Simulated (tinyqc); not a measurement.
Non-linearity against on/off ratio.

Worst-case read of an N x N array without selectors, ideal wires, unselected lines floating and all unselected cells in the low state with resistance K Ron: the sneak path is Rsn = K Ron [2/(N - 1) + 1/(N - 1)^2], in parallel with the selected cell Rc. A sense resistor Ron to ground gives Vout = Vr Ron/(Ron + Rc Rsn/(Rc + Rsn)); margin = [Vout(Rc = Ron) - Vout(Rc = ra Ron)]/Vr. Here N = 512; the columns give the margin for ra = 8, 100 and 5000.

Result of one run:
```
Rsn/Ron,"margin, ra = 8 (%)","margin, ra = 100 (%)","margin, ra = 5000 (%)"
3.918,28.11,34.69,35.31
```

Which factor by which unselected cells are more resistive K gave this result: 1, 10, 100, 300 or 1000?

K = 1000.

The whole series:
```
K,Rsn/Ron,"margin, ra = 8 (%)","margin, ra = 100 (%)","margin, ra = 5000 (%)"
1,0.003918,0.001327,0.001502,0.001517
3,0.01175,0.01166,0.01320,0.01334
10,0.03918,0.1193,0.1355,0.1369
30,0.1175,0.8644,0.9898,1.001
100,0.3918,5.226,6.104,6.182
300,1.175,15.53,18.66,18.95
1000,3.918,28.11,34.69,35.31
3000,11.75,34.68,43.36,44.18
```

At K = 1 the margin is 0.00133 % for ra = 8 and 0.00152 % for ra = 5000: an on/off ratio 625 times larger gains a factor of only 1.14, because the sneak path (0.0039 Ron) shunts the cell. Raising K to 3000 lifts the margin at ra = 100 from 0.00150 to 43.4 %.

Computed by the program tinyqc: `OMP_NUM_THREADS=1 python tinyqc.py 2880106 2880107 out.jsonl`, one thread of a shared Intel Xeon 2.30GHz, about 0.03 s for the whole run.
